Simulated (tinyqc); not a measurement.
Surface against bulk across the gap: Shockley state of an s-p chain by decimation.

Each site has s at -d/2 and p at +d/2: H0 = diag(-d/2, d/2). The block to the next site on the right is H1 = [[-ts, u], [-u, tp]] (rows s, p of site n; columns s, p of site n + 1). Bulk: H(k) = [[-d/2 - 2 ts cos k, 2i u sin k], [-2i u sin k, d/2 + 2 tp cos k]]. The bands are inverted at k = pi if d < 2 (ts + tp).

Decimation (Sancho-Rubio) at z = E + i eta: start with es = e = H0, A = H1, B = H1^T. Each round forms g = (z - e)^-1 and sets es += A g B, e += A g B + B g A, A = A g A, B = B g B, doubling the length covered. Stop when all |A| < 1e-10. Surface G = (z - es)^-1, bulk G = (z - e)^-1; densities -Im tr G/pi.

Values chosen for the exercise:

| symbol | value | unit | meaning |
|---|---|---|---|
| d | 3.78 | eV | Ep - Es |
| ts | 1.3 | eV | s-s hopping |
| tp | 1.65 | eV | p-p hopping |
| u | 0.57 | eV | s-p hopping |
| eta | 0.02 | eV | broadening |
| E1 | -1.28 | eV | first energy |
| dE | 0.203 | eV | step |

Eleven energies E1 + j dE.

Densities (1/eV):

| E (eV) | surface | bulk |
|---|---|---|
| -1.280 | 0.2773 | 0.7431 |
| -1.077 | 0.0678 | 1.1226 |
| -0.874 | 0.0144 | 0.0281 |
| -0.671 | 0.0192 | 0.0113 |
| -0.468 | 0.0537 | 0.0074 |
| -0.265 | 1.4712 | 0.0065 |
| -0.062 | 0.1161 | 0.0075 |
| 0.141 | 0.0261 | 0.0116 |
| 0.344 | 0.0152 | 0.0304 |
| 0.547 | 0.0577 | 1.2180 |
| 0.750 | 0.1855 | 0.4421 |

edges of the bulk gap (201 k points) (eV): -1.0769  0.5497

Inside the gap the bulk density is only the tail of the broadening, at least 0.0065. The surface density peaks at -0.265 eV among these rows (1.471); a chain of 60 sites puts the surface level at -0.2242 eV.

(tinyqc, `OMP_NUM_THREADS=1 python tinyqc.py 1481247 1481248 out.jsonl`, Intel(R) Xeon(R) Processor @ 2.30GHz, 1 thread, shared host, about 0.2 s.)
